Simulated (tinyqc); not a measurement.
Averaged masses of warped heavy- and light-hole bands: one step. Other forms of the parameters. Three cases, with inputs chosen for the exercise.

Task: Dresselhaus-Kip-Kittel form E = c [A k^2 -/+ sqrt(B^2 k^4 + C^2 (kx^2 ky^2 + ky^2 kz^2 + kz^2 kx^2))] with A = g1, B = 2 g2, C^2 = 12 (g3^2 - g2^2). Spherical form: mu = (6 g3 + 4 g2)/(5 g1), delta = (g3 - g2)/g1, masses 1/(g1 (1 -/+ mu)). Effective rydberg R* = Ry/(g1 eps^2) and radius a* = a0 g1 eps.

Constants: Ry = 13.60569312 eV; a0 (Bohr radius) = 0.5291772105 angstrom.

Give: A, B, |C|; mu, delta; spherical masses, heavy and light; R*; a*.

Case 1.

Values chosen (near those of GaAs; the results hold for these values, not for the real material): g1 = 6.99 (Luttinger gamma1); g2 = 2.06 (gamma2); g3 = 2.92 (gamma3); eps = 12.79 (dielectric constant).

Result:

A, B, |C|: 6.990  4.120  7.169

mu, delta: 0.7371  0.1230

spherical masses, heavy and light (m0): 0.5441  0.0824

R* = 11.90 meV
a* = 47.3 angstrom

delta/mu = 0.17 measures the warping against the spherical splitting.

Case 2.

Values chosen (near those of InSb; the results hold for these values, not for the real material): g1 = 34.95 (Luttinger gamma1); g2 = 15.44 (gamma2); g3 = 16.41 (gamma3); eps = 16.53 (dielectric constant).

Result:

A, B, |C|: 34.950  30.880  19.254

mu, delta: 0.9169  0.0278

spherical masses, heavy and light (m0): 0.3441  0.0149

R* = 1.42 meV
a* = 305.7 angstrom

delta/mu = 0.03 measures the warping against the spherical splitting.

Case 3.

Values chosen (near those of InAs; the results hold for these values, not for the real material): g1 = 19.73 (Luttinger gamma1); g2 = 8.61 (gamma2); g3 = 9.1 (gamma3); eps = 15.75 (dielectric constant).

Result:

A, B, |C|: 19.730  17.220  10.205

mu, delta: 0.9026  0.0248

spherical masses, heavy and light (m0): 0.5203  0.0266

R* = 2.78 meV
a* = 164.4 angstrom

delta/mu = 0.03 measures the warping against the spherical splitting.

Computed by tinyqc, one run a case: `OMP_NUM_THREADS=1 python tinyqc.py N N+1 out.jsonl` with N = 1050043, 1050090, 1050512; one thread of a shared Intel(R) Xeon(R) Processor @ 2.30GHz, about 0.01 s a run at most.
